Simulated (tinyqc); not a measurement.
Inside a calculation. Model: short-channel transistor, virtual-source model with series resistance.

tinyqc, about 0.01 s, one thread, Intel Xeon 2.30GHz (shared host): `OMP_NUM_THREADS=1 python tinyqc.py 2380065 2380066 out.jsonl` Printed values are rounded.

The current per gate width is the charge at the top of the source barrier (the virtual source) times its velocity times a saturation function; al and be are fitting constants of the model. Units: I in uA/um, Rs in ohm um, so I Rs = 1e-6 I Rs in volts; Q in uC/cm^2, so I = 1e-4 Q vx0 Fsat with vx0 in cm/s.

Parameters, values chosen for the exercise: temperature T = 400 K; inversion capacitance Cinv = 3.86 uF/cm^2; velocity at the virtual source vx0 = 1.82e7 cm/s; apparent mobility mu = 420 cm^2/(V s); channel length L = 65 nm; threshold at zero drain voltage VT0 = 0.377 V; drain-induced barrier lowering dl = 0.155 V/V; subthreshold factor n0 = 1.38; growth of n with drain voltage nd = 0.1 1/V; threshold shift (in units of Vt) from weak to strong inversion al = 3.5; sharpness of saturation be = 1.4; series resistance of each contact Rs = 90 ohm um; gate voltage Vgs = 0.8 V; drain voltage Vds = 0.4 V.

Constants: q = 1.602176634e-19 C, kB = 1.380649e-23 J/K, Vt = kB T/q. Results are converted to the units shown.

## Iteration 1: current through the series resistance

I at the start = 0 uA/um

Intrinsic voltages Vg' = Vgs - I Rs, Vd' = Vds - 2 I Rs. n = n0 + nd Vd', VT = VT0 - dl Vd', Ff = 1/(1 + exp((Vg' - VT + al Vt/2)/(al Vt))), Q = Cinv n Vt ln(1 + exp((Vg' - VT + al Vt Ff)/(n Vt))), Vdsat = (vx0 L/mu)(1 - Ff) + Vt Ff, Fsat = u/(1 + u^be)^(1/be) with u = Vd'/Vdsat, and I(out) = Q vx0 Fsat per width. (Fsat takes the sign of u.) I(new) = I + 0.5 (I(out) - I).

Vg' = 0.8 V
Vd' = 0.4 V
VT = 0.315 V
Ff = 0.01077027
Q = 1.877125 uC/cm^2
Vdsat = 0.2790043 V
Fsat = 0.7135808
I(out) = 2437.854 uA/um
I after iteration 1 = 1218.927 uA/um

## Iteration 2: current through the series resistance

As before.

Vg' = 0.6902966 V
Vd' = 0.1805932 V
VT = 0.3490081 V
Ff = 0.03459226
Q = 1.333626 uC/cm^2
Vdsat = 0.2731156 V
Fsat = 0.4812044
I(out) = 1167.979 uA/um
I after iteration 2 = 1193.453 uA/um

## Iteration 3: current through the series resistance

As before.

Vg' = 0.6925892 V
Vd' = 0.1851785 V
VT = 0.3482973 V
Ff = 0.03377044
Q = 1.344828 uC/cm^2
Vdsat = 0.2733187 V
Fsat = 0.4887194
I(out) = 1196.183 uA/um
I after iteration 3 = 1194.818 uA/um

## Course of the iteration: current through the series resistance

Stop when I changes by less than 1e-7 uA/um, or after 80 iterations.

Course of the iteration:
```
iteration  I (uA/um)  |change| (uA/um)
1           1218.927              1220
2           1193.453              25.5
3           1194.818              1.37
4           1194.746            0.0721
5           1194.750           3.81e-3
6           1194.750           2.01e-4
7           1194.750           1.06e-5
8           1194.750           5.61e-7
9           1194.750           2.96e-8
```

Converged in 9 iterations. At the end each change is about 0.053 times the one before, with alternating sign: linear convergence.

## What the series resistance costs

converged I = 1194.750 uA/um
I0 = 2437.854 uA/um

Intrinsic voltages Vg' = Vgs - I Rs, Vd' = Vds - 2 I Rs. n = n0 + nd Vd', VT = VT0 - dl Vd', Ff = 1/(1 + exp((Vg' - VT + al Vt/2)/(al Vt))), Q = Cinv n Vt ln(1 + exp((Vg' - VT + al Vt Ff)/(n Vt))), Vdsat = (vx0 L/mu)(1 - Ff) + Vt Ff, Fsat = u/(1 + u^be)^(1/be) with u = Vd'/Vdsat, and I = Q vx0 Fsat per width. I0 is the current for Rs = 0. Effective velocity I/Q; transit time L Q/I.

loss against I0 = 50.99174 %
effective velocity = 8.887802e6 cm/s
transit time = 0.7313394 ps

The carriers leave the virtual source at 48.8 % of vx0: Vd' is not large against Vdsat.
